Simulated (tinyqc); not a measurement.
Sweep of a biaxial (001) stress: six-band Luttinger-Kohn model with strain.

Six-band Luttinger-Kohn model in the basis |3/2,3/2>, |3/2,1/2>, |3/2,-1/2>, |3/2,-3/2>, |1/2,1/2>, |1/2,-1/2>, electron energies, zero at the top of the unstrained valence band. H = -[rows: (P+Q, -S, R, 0, -S/r2, r2 R); (-S*, P-Q, 0, R, -r2 Q, r32 S); (R*, 0, P-Q, S, r32 S*, r2 Q); (0, R*, S*, P+Q, -r2 R*, -S*/r2); (-S*/r2, -r2 Q, r32 S, -r2 R, P+Dso, 0); (r2 R*, r32 S*, r2 Q, -S/r2, 0, P+Dso)], r2 = sqrt(2), r32 = sqrt(3/2). Levels are twofold.

P = c g1 k^2 - av tr(e); Q = c g2 (kx^2 + ky^2 - 2 kz^2) - (b/2)(exx + eyy - 2 ezz); R = c sqrt3 [-g2 (kx^2 - ky^2) + 2i g3 kx ky] + (sqrt3/2) b (exx - eyy) - i d exy; S = 2 c sqrt3 g3 (kx - i ky) kz - d (exz - i eyz); c = hbar^2/2m0, e the strain tensor (not engineering shear).

s11 = (C11 + C12)/((C11 - C12)(C11 + 2 C12)), s12 = -C12/((C11 - C12)(C11 + 2 C12)), s44 = 1/C44; exx = s11 sxx + s12 (syy + szz) and cyclic, exy = s44 sxy/2; tension is positive. A uniaxial stress X along the unit vector n is s_ij = X n_i n_j.

Constants: hbar^2/2m0 = 3.80998211 eV angstrom^2.

Inputs chosen for the exercise (near those of AlAs; shifted at random, so the results belong to these values and not to a real crystal):
- Dso = 0.284 eV (spin-orbit splitting)
- g1 = 3.79 (Luttinger gamma1)
- g2 = 0.82 (gamma2)
- g3 = 1.42 (gamma3)
- av = 2.52 eV (valence hydrostatic potential)
- b = -2.32 eV (tetragonal shear potential)
- d = -3.42 eV (trigonal shear potential)
- C11 = 125.6 GPa
- C12 = 53 GPa
- C44 = 55.2 GPa
- load = biaxial (001) (kind of stress)

Edges at k = 0 and curvature masses of the top pair along [110] and [001] (step 0.0002 1/angstrom); at zero stress the top is fourfold and has no single curvature.

Edges and masses:

| X (GPa) | top (eV) | second (eV) | third (eV) | splitting (meV) | m [110] | m [001] |
|---|---|---|---|---|---|---|
| -3.00 | 0.0306 | -0.0902 | -0.4202 | 120.8 | 0.217 | 0.465 |
| -2.00 | 0.0204 | -0.0751 | -0.3599 | 95.5 | 0.217 | 0.465 |
| -1.00 | 0.0102 | -0.0459 | -0.3136 | 56.1 | 0.217 | 0.465 |
| 0.00 | 0.0000 | 0.0000 | -0.2840 | 0.0 | - | - |
| 2.00 | 0.1295 | -0.0204 | -0.2626 | 149.9 | 0.403 | 0.156 |
| 3.00 | 0.2046 | -0.0306 | -0.2621 | 235.2 | 0.421 | 0.151 |

Give the missing row, X (GPa) = 1.00.

Computed row:
```
X (GPa)  top (eV)  second (eV)  third (eV)  splitting (meV)  m [110]  m [001]
1.00       0.0601      -0.0102     -0.2686             70.2    0.375    0.166
```

The splitting reaches 120.8 meV under compression and 235.2 meV under the same tension; linear shear terms alone would make the two equal, and the difference comes from the coupling to the split-off band. At the ends of the sweep the top pair has a mass along [110] of 0.217 under compression and 0.421 under tension, so compression gives the lighter holes along [110]; along [001] it has 0.465 and 0.151. The top edge itself moves by +31 and +205 meV. The ends of the sweep mean strains up to 2.2 %, beyond the range of linear deformation potentials.

Run: tinyqc, `OMP_NUM_THREADS=1 python tinyqc.py 1080559 1080560 out.jsonl`; Intel(R) Xeon(R) Processor @ 2.30GHz, one thread, shared host; about 0.06 s of CPU time with all checks.
